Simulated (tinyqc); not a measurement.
Doping from the body effect.

Problem. The threshold of a long MOSFET, counted against the source, shifts by gamma (sqrt(2 phiF + Vsb) - sqrt(2 phiF)) with gamma = sqrt(2 eps0 eps_r q N)/Cox. Find 2 phiF, gamma and N from two shifts.

Inputs (values chosen for the exercise):
- eps_r = 11.7 (relative permittivity)

Constants: q = 1.602176634e-19 C, eps0 = 8.8541878128e-14 F/cm where lengths are in cm. Results are converted to the units shown.

|VT - VT(0)| at source-body biases 1 and 3.4 V (V): 0.0075549168  0.019051780
Cox = 2.0312549 uF/cm^2

Answer. The ratio of the shifts depends on 2 phiF alone and rises steadily with it, so it fixes 2 phiF; either shift then gives gamma, and gamma gives N.

2 phiF = 0.6496 V
gamma = 0.01579 V^0.5
N = 3.100e15 cm^-3

Numbers from tinyqc (`OMP_NUM_THREADS=1 python tinyqc.py 2060072 2060073 out.jsonl`; about 0.01 s on one thread of a shared Intel Xeon 2.30GHz).
